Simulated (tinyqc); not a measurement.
Short-channel transistor, virtual-source model with series resistance: one step of the calculation.

The current per gate width is the charge at the top of the source barrier (the virtual source) times its velocity times a saturation function; al and be are fitting constants of the model. Units: I in uA/um, Rs in ohm um, so I Rs = 1e-6 I Rs in volts; Q in uC/cm^2, so I = 1e-4 Q vx0 Fsat with vx0 in cm/s.

Question. What the series resistance costs. Intrinsic voltages Vg' = Vgs - I Rs, Vd' = Vds - 2 I Rs. n = n0 + nd Vd', VT = VT0 - dl Vd', Ff = 1/(1 + exp((Vg' - VT + al Vt/2)/(al Vt))), Q = Cinv n Vt ln(1 + exp((Vg' - VT + al Vt Ff)/(n Vt))), Vdsat = (vx0 L/mu)(1 - Ff) + Vt Ff, Fsat = u/(1 + u^be)^(1/be) with u = Vd'/Vdsat, and I = Q vx0 Fsat per width. I0 is the current for Rs = 0. Effective velocity I/Q; transit time L Q/I.

Inputs (values chosen for the exercise): temperature T = 300 K; inversion capacitance Cinv = 1.78 uF/cm^2; velocity at the virtual source vx0 = 5.65e6 cm/s; apparent mobility mu = 430 cm^2/(V s); channel length L = 130 nm; threshold at zero drain voltage VT0 = 0.448 V; drain-induced barrier lowering dl = 0.171 V/V; subthreshold factor n0 = 1.44; growth of n with drain voltage nd = 0 1/V; threshold shift (in units of Vt) from weak to strong inversion al = 3.5; sharpness of saturation be = 2; series resistance of each contact Rs = 120 ohm um; gate voltage Vgs = 0.63 V; drain voltage Vds = 1.2 V.

Constants: q = 1.602176634e-19 C, kB = 1.380649e-23 J/K, Vt = kB T/q. Results are converted to the units shown.

converged I = 333.07557 uA/um
I0 = 386.32668 uA/um

Wanted: loss against I0; effective velocity; transit time.

Answer.

loss against I0 = 13.78 %
effective velocity = 5.587e6 cm/s
transit time = 2.327 ps

The carriers leave the virtual source at 98.9 % of vx0: the device is in saturation.

Computed by the program tinyqc: `OMP_NUM_THREADS=1 python tinyqc.py 2380124 2380125 out.jsonl`, one thread of a shared Intel Xeon 2.30GHz, about 0.01 s for the whole run.
